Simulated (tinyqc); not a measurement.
Voltage acceleration of oxide breakdown, four models on the same data: lifetime against voltage in four models.

Field E = V/tox in MV/cm. Models: ln(t63/1 s) = a - c X with X = E (E model), -1/E (1/E model), ln V (power law, c the exponent n) or sqrt(E).

a and c were fitted to stress data from 1.4 to 1.89 V. Project to Vu, multiply by exp[(Ea q/kB)(1/Tu - 1/Ts)] and by ks; ten years are 3.15576e8 s.

Inputs (values chosen for the exercise): oxide thickness tox = 1 nm; stress temperature Ts = 398 K; use temperature Tu = 358 K; activation energy Ea = 0.86 eV; factor for area and percentile ks = 9.7e-5.

Constants: q = 1.602176634e-19 C, kB = 1.380649e-23 J/K. Results are converted to the units shown.

| model | c | a |
|---|---|---|
| E | 1.80001 | 38.3165 |
| 1/E | 469.113 | -20.2779 |
| power | 29.1999 | 23.0060 |
| sqrt E | 14.5176 | 67.4707 |

Result of one run:

| Vu (V) | log10 years, E | log10 years, 1/E | log10 years, power | log10 years, sqrt E |
|---|---|---|---|---|
| 1.27 | -3.583 | -3.060 | -3.335 | -3.462 |

What becomes of these results when the use voltage Vu is changed from 1.27 to 0.68 V, all else the same?

Result of the changed run:

| Vu (V) | log10 years, E | log10 years, 1/E | log10 years, power | log10 years, sqrt E |
|---|---|---|---|---|
| 0.68 | 1.029 | 10.86 | 4.587 | 2.565 |

The whole series:

| Vu (V) | log10 years, E | log10 years, 1/E | log10 years, power | log10 years, sqrt E |
|---|---|---|---|---|
| 0.68 | 1.029 | 10.86 | 4.587 | 2.565 |
| 0.83 | -0.1433 | 5.444 | 2.059 | 0.8423 |
| 0.98 | -1.316 | 1.687 | -0.04802 | -0.7310 |
| 1.13 | -2.489 | -1.073 | -1.854 | -2.188 |
| 1.27 | -3.583 | -3.060 | -3.335 | -3.462 |
| 1.42 | -4.756 | -4.755 | -4.751 | -4.752 |
| 1.57 | -5.928 | -6.126 | -6.024 | -5.976 |
| 1.72 | -7.101 | -7.257 | -7.182 | -7.142 |

The four agree within 0.16 decades in the last row, inside the stress range, and part by 9.83 decades in the first. The local exponent -d ln t/d ln V is c E for the E model, which shrinks as V falls, constant for the power law, and c/E for the 1/E model, which grows as V falls.

Range of the model: All four laws are empirical fits; none is established far below the stress range.

Numbers from tinyqc (`OMP_NUM_THREADS=1 python tinyqc.py 2070159 2070160 out.jsonl`; about 0.01 s on one thread of a shared Intel Xeon 2.30GHz).
